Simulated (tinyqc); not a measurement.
Thermal stress, cracking, delamination and buckling of a thin film; Griffith cracks and misfitting inclusions. Changing the deposition temperature T_d. Computed by tinyqc, a small Python program. Command: `OMP_NUM_THREADS=1 python tinyqc.py 3022603 3022604 out.jsonl filmcrack sweep`. One thread of a shared host (Intel(R) Xeon(R) Processor @ 2.30GHz), about 0.01 s of CPU time with the checks.

Isotropic linear elasticity; the substrate is much thicker than the film; stress is positive in tension.

Inputs (values chosen for the exercise, modelled on a porous low-k oxide on silicon):
```
quantity                       value        unit
film Young's modulus E          8.39         GPa
film Poisson ratio nu           0.24           -
film expansion alpha_f          11.4      1e-6/K
substrate expansion alpha_s      3.1      1e-6/K
final temperature T              300           K
intrinsic stress                  16         MPa
film thickness h                0.58  micrometre
substrate Young's modulus E_s    136         GPa
substrate Poisson ratio nu_s    0.23           -
inclusion radius R              0.16  micrometre
```

Inclusion: long cylinder (a filled via).

Method. Thermal strain = (alpha_f - alpha_s)(T_d - T); stress = E/(1 - nu) x strain + intrinsic stress; plane-strain modulus Ebar = E/(1 - nu^2); G0 = stress^2 h/(2 Ebar) is the energy freed per area when a long strip loses its stress across its width. Film material fills a long cylinder of radius R in the substrate, with the misfit e = thermal strain (it wants to shrink if e > 0). With the axial strain held by the substrate, s0 = (1 + nu) e/[(1 + nu)(1 - 2 nu)/E + (1 + nu_s)/E_s]; inside s_rr = s_tt = s0 and s_zz = E e + 2 nu s0; outside s_rr = s0 (R/r)^2, s_tt = -s_rr. Keep-out radius: where |s_rr| falls to 10 MPa (R if it is lower at the wall).

One run for each value; columns: (1) deposition temperature T_d (K); (2) film stress (MPa); (3) G0 (J/m^2); (4) radial stress at the wall s0 (MPa); (5) keep-out radius (micrometre):
```
(1)     (2)      (3)     (4)      (5)
350  20.581  0.01380   5.991  0.16000
408  25.896  0.02184  12.940  0.18201
465  31.119  0.03154  19.770  0.22497
522  36.341  0.04302  26.599  0.26095
580  41.656  0.05652  33.549  0.29306
638  46.970  0.07186  40.498  0.32199
695  52.193  0.08873  47.328  0.34808
752  57.416  0.10738  54.157  0.37235
810  62.730  0.12818  61.107  0.39552
```

What does the table show, and why?

Over the rows, film stress (MPa) rises from 20.6 to 62.7 (exponent d ln y / d ln x 1.5 between the first rows and 1.2 between the last); G0 (J/m^2) rises from 0.0138 to 0.128 (exponent d ln y / d ln x 3.0 between the first rows and 2.4 between the last); radial stress at the wall s0 (MPa) rises from 5.99 to 61.1 (exponent d ln y / d ln x 5.0 between the first rows and 1.6 between the last). The stress changes by 0.0916 MPa per kelvin, E (alpha_f - alpha_s)/(1 - nu).

Caution (rows 522, 580, 638, 695, 752, 810): at a stress above 0.4 % of E a ductile film would yield, and the elastic value is then an upper bound; a brittle film in tension cracks instead.

Extremes, crossings and ranges named in words are read from the listed rows.
